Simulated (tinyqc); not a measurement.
# Trap density from one capacitance

Problem. Traps spread evenly through the insulator exchange electrons with the semiconductor by tunnelling, with tau(x) = t0 exp(2 ka x) at depth x from the interface. The admittance per area Y seen at depth x obeys dY/dx = -Y^2/(i w eps0 eox) + q Nb ln(1 + i w tau)/tau, with Y(0) = i w Cs and w = 2 pi f; the gate sees Y(tox) = G + i w C. Working variable y = Y/(i w), in uF/cm^2. Cox = eps0 eox/tox. Find Nb and G/w.

Values chosen for this exercise:
- eox = 22.7 (relative permittivity of the insulator)
- tox = 11 nm (insulator thickness)
- Cs = 4.2 uF/cm^2 (semiconductor capacitance in accumulation)
- ka = 4.9 1/nm (decay constant of the wave function in the insulator)
- t0 = 3e-10 s (time constant of a trap at the interface)
- f = 10000 Hz (frequency)

Constants: q = 1.602176634e-19 C, eps0 = 8.8541878128e-14 F/cm where lengths are in cm. Results are converted to the units shown.

C = 1.3222089 uF/cm^2

Solution. C rises steadily with Nb, so one density matches; in practice ka and t0 must come from the frequency dependence.

Nb = 2.300e19 cm^-3 eV^-1
G/w = 0.007504 uF/cm^2

Numbers from tinyqc (`OMP_NUM_THREADS=1 python tinyqc.py 2202170 2202171 out.jsonl`; about 0.6 s on one thread of a shared Intel Xeon 2.30GHz).
